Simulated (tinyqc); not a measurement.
Short-channel transistor, virtual-source model with series resistance: one step of the calculation.

The current per gate width is the charge at the top of the source barrier (the virtual source) times its velocity times a saturation function; al and be are fitting constants of the model. Units: I in uA/um, Rs in ohm um, so I Rs = 1e-6 I Rs in volts; Q in uC/cm^2, so I = 1e-4 Q vx0 Fsat with vx0 in cm/s.

Problem. Current through the series resistance. Intrinsic voltages Vg' = Vgs - I Rs, Vd' = Vds - 2 I Rs. n = n0 + nd Vd', VT = VT0 - dl Vd', Ff = 1/(1 + exp((Vg' - VT + al Vt/2)/(al Vt))), Q = Cinv n Vt ln(1 + exp((Vg' - VT + al Vt Ff)/(n Vt))), Vdsat = (vx0 L/mu)(1 - Ff) + Vt Ff, Fsat = u/(1 + u^be)^(1/be) with u = Vd'/Vdsat, and I(out) = Q vx0 Fsat per width. (Fsat takes the sign of u.) I(new) = I(out).

Parameters, values chosen for the exercise: temperature T = 300 K; inversion capacitance Cinv = 3.56 uF/cm^2; velocity at the virtual source vx0 = 8.7e6 cm/s; apparent mobility mu = 550 cm^2/(V s); channel length L = 25 nm; threshold at zero drain voltage VT0 = 0.39 V; drain-induced barrier lowering dl = 0.026 V/V; subthreshold factor n0 = 1.38; growth of n with drain voltage nd = 0 1/V; threshold shift (in units of Vt) from weak to strong inversion al = 3.5; sharpness of saturation be = 1.8; series resistance of each contact Rs = 120 ohm um; gate voltage Vgs = 0.75 V; drain voltage Vds = 0.75 V.

Constants: q = 1.602176634e-19 C, kB = 1.380649e-23 J/K, Vt = kB T/q. Results are converted to the units shown.

I after iteration 1 = 1174.6842 uA/um

Give: Vg'; Vd'; VT; Ff; Q; Vdsat; Fsat; I(out); I after iteration 2.

Solution.

Vg' = 0.60904 V
Vd' = 0.46808 V
VT = 0.37783 V
Ff = 0.044990
Q = 0.83777 uC/cm^2
Vdsat = 0.038929 V
Fsat = 0.99374
I(out) = 724.29 uA/um
I after iteration 2 = 724.29 uA/um

Numbers from tinyqc (`OMP_NUM_THREADS=1 python tinyqc.py 2380093 2380094 out.jsonl`; about 0.01 s on one thread of a shared Intel Xeon 2.30GHz).
